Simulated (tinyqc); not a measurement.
# Bandgap voltage reference from two bipolar transistors: output against temperature

Two transistors of area 1 and N carry the same current I. Is(T) = Is (T/T0)^eta exp[(Vg0 q/kB)(1/T0 - 1/T)], VBE1 = Vt ln(I/Is(T)) + I rb, VBE2 = Vt ln(I/(N Is(T))) + I rb/N. The amplifier forces I R1(T) = VBE1 - VBE2 + Vos, with R(T) = R (1 + tc (T - T0)) for both resistors, and the output is Vref = VBE1 + I R2(T). Base currents and the Early effect are neglected.

Vt = kB T/q; I = (Vt ln N + Vos)/(R1(T) - rb (1 - 1/N)).

Parameters, values chosen for the exercise; values of the order met in silicon bipolar transistors: reference temperature T0 = 298 K; band-gap voltage extrapolated to 0 K Vg0 = 1.141 V; temperature exponent of the saturation current eta = 4.1; saturation current of the unit transistor at T0 Is = 2e-16 A; area ratio of the second transistor N = 4; resistor across which the difference of VBE falls, at T0 R1 = 28 kohm; temperature coefficient of both resistors tc = 1400 ppm/K; offset of the amplifier Vos = 0 mV; series resistance of the unit transistor rb = 0 ohm; output resistor at T0 R2 = 486.9 kohm.

Constants: q = 1.602176634e-19 C, kB = 1.380649e-23 J/K. Results are converted to the units shown.

Results:

| T (K) | I (uA) | VBE1 (V) | I R2 (V) | Vref (V) | Vref - Vref(T0) (mV) | dVref/dT (uV/K) |
|---|---|---|---|---|---|---|
| 218 | 1.0474 | 0.75079 | 0.45286 | 1.2037 | 4.9424 | -9.3428 |
| 233 | 1.0936 | 0.71933 | 0.48402 | 1.2034 | 4.6424 | -30.440 |
| 253 | 1.1520 | 0.67691 | 0.52557 | 1.2025 | 3.7676 | -56.704 |
| 273 | 1.2070 | 0.63398 | 0.56712 | 1.2011 | 2.3865 | -81.121 |
| 298 | 1.2714 | 0.57966 | 0.61905 | 1.1987 | 0 | -109.42 |
| 348 | 1.3876 | 0.46903 | 0.72292 | 1.1919 | -6.7650 | -159.97 |
| 373 | 1.4402 | 0.41281 | 0.77485 | 1.1877 | -11.052 | -182.76 |
| 398 | 1.4895 | 0.35604 | 0.82679 | 1.1828 | -15.892 | -204.18 |
| 423 | 1.5359 | 0.29874 | 0.87872 | 1.1775 | -21.251 | -224.37 |

Estimate the missing row, T = 323 K.

Computed row:

| T (K) | I (uA) | VBE1 (V) | I R2 (V) | Vref (V) | Vref - Vref(T0) (mV) | dVref/dT (uV/K) |
|---|---|---|---|---|---|---|
| 323 | 1.3315 | 0.52466 | 0.67098 | 1.1956 | -3.0668 | -135.60 |

With this row back in the table: VBE1 falls by 2.21 mV/K on average and I R2 rises by 2.08 mV/K. The slope of Vref vanishes at T = 212 K. Between 233 and 398 K Vref spans 20.5 mV, or 104 ppm/K by the box method (span over the average over T, over 165 K).

Program tinyqc, `OMP_NUM_THREADS=1 python tinyqc.py 2062194 2062195 out.jsonl`; Intel Xeon 2.30GHz, shared host, one thread, about 0.03 s.
